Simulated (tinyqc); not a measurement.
# Junction field-effect transistor with two gates, gradual channel with velocity saturation: effects of single changes

A uniformly doped n-type channel, depleted from both sides by p+ gates; at channel potential V the depleted share of a is u = sqrt((Vbi - Vg + V)/Vp), s at the source. Electrons drift with v = mu E/(1 + mu E/vsat). Abrupt depletion edge, no series resistance, source at 0.

Values chosen for this exercise; material values those of a made-up semiconductor:
- T = 350 K (temperature)
- eps_r = 11.1 (relative permittivity of the semiconductor)
- Nc = 6.93e17 cm^-3 (conduction-band density of states at T)
- Eg = 1.14 eV (band gap)
- Nv = 1.32e19 cm^-3 (valence-band density of states at T)
- Nd = 3.3e16 cm^-3 (donor density of the channel)
- a = 260 nm (half the channel thickness)
- mu = 5000 cm^2/(V s) (low-field mobility at this doping)
- vsat = 1.2e7 cm/s (saturation velocity)
- L = 1 um (gate length)
- W = 50 um (gate width)
- Na = 1.8e18 cm^-3 (acceptor density of the gates)
- Vg = -0.4 V (gate voltage)

Constants: q = 1.602176634e-19 C, kB = 1.380649e-23 J/K, Vt = kB T/q, eps0 = 8.8541878128e-14 F/cm where lengths are in cm. Results are converted to the units shown.

Each table varies one quantity; the others keep the values above.

## Effect of the gate length on saturation

ni = sqrt(Nc Nv) exp(-Eg/(2 Vt)), Eg in volts; Vbi = Vt ln(Na Nd/ni^2); Vp = q Nd a^2/(2 eps0 eps_r); G0 = 2 q mu Nd a W/L; Z = mu Vp/(vsat L); s = sqrt((Vbi - Vg)/Vp). I = (G0 Vp/3) F/(1 + Z (u^2 - s^2)), F = 3 (u^2 - s^2) - 2 (u^3 - s^3), with u at V = Vd; Z = 0 gives constant mobility, for which u stops at 1. The current peaks at u = um, the root of (1 - u)(1 + Z (u^2 - s^2)) = Z F/3; beyond Vdsat = Vp (um^2 - s^2) it is held at that value. gm = G0 (um - s)/(1 + Z (um^2 - s^2)).

Result of one run:
```
L (um)       Z       um  Vdsat (V)  Isat (mA)  Isat for Z = 0 (mA)  gm (mS)
0.21    36.078  0.92276    0.16020     1.2741               8.6913   3.8414
```

What becomes of these results when the gate length L is changed from 0.21 to 2.1 um, all else the same?

Result of the changed run:
```
L (um)       Z       um  Vdsat (V)  Isat (mA)  Isat for Z = 0 (mA)  gm (mS)
2.1     3.6078  0.96982    0.32214    0.49783              0.86913   1.9189
```

The whole series:
```
L (um)        Z       um  Vdsat (V)  Isat (mA)  Isat for Z = 0 (mA)  gm (mS)
0.1      75.763  0.91028    0.11860     1.4800               18.252   4.2294
0.21     36.078  0.92276    0.16020     1.2741               8.6913   3.8414
0.45     16.836  0.93791    0.21144     1.0243               4.0559   3.3147
0.97     7.8106  0.95431    0.26788    0.75365               1.8816   2.6553
2.1      3.6078  0.96982    0.32214    0.49783              0.86913   1.9189
4.4      1.7219  0.98173    0.36439    0.30143              0.41481   1.2543
9.4     0.80599  0.99005    0.39422    0.16417              0.19417  0.72406
20      0.37882  0.99491    0.41178   0.083900             0.091259  0.38359
```

As L goes from 0.1 to 20 um, Vdsat rises from 0.119 to 0.412 V, Isat falls from 1.48 to 0.0839 mA and gm falls from 4.23 to 0.384 mS. Isat is 0.0811 of the constant-mobility value in the first row and 0.919 in the last. Isat goes as L^(-0.20) between the first two rows and as L^(-0.89) between the last two; constant mobility gives 1/L, and short gates gain less because the velocity is capped. For L = 0.1 to 0.45 um the gate is shorter than 2 a, outside the gradual-channel approximation. In every row the open channel at the source, (1 - s) a, is under two Debye lengths, so the abrupt edge is rough.

## Effect of the saturation velocity on saturation

Same model as above.

The same in every row: Isat for Z = 0 (mA) = 1.825.

Effect of the saturation velocity on saturation:
```
vsat (cm/s)      Z      um  Vdsat (V)  Isat (mA)  gm (mS)
3e6          30.31  0.9260     0.1712     0.3050   0.9332
4.8e6        18.94  0.9355     0.2031     0.4259    1.362
7.7e6        11.81  0.9455     0.2373     0.5773    1.941
1.2e7        7.576  0.9550     0.2701     0.7430    2.627
2e7          4.546  0.9654     0.3067     0.9505    3.568
3.1e7        2.933  0.9735     0.3352      1.129    4.452
5e7          1.818  0.9810     0.3617      1.308    5.414
```

What does the table show?

As vsat goes from 3e6 to 5e7 cm/s, Vdsat rises from 0.171 to 0.362 V, Isat rises from 0.305 to 1.31 mA and gm rises from 0.933 to 5.41 mS. Isat is 0.167 of the constant-mobility value in the first row and 0.716 in the last. In every row the open channel at the source, (1 - s) a, is under two Debye lengths, so the abrupt edge is rough.

Numbers from tinyqc (`OMP_NUM_THREADS=1 python tinyqc.py 2500047 2500048 out.jsonl`; about 0.08 s on one thread of a shared Intel Xeon 2.30GHz).
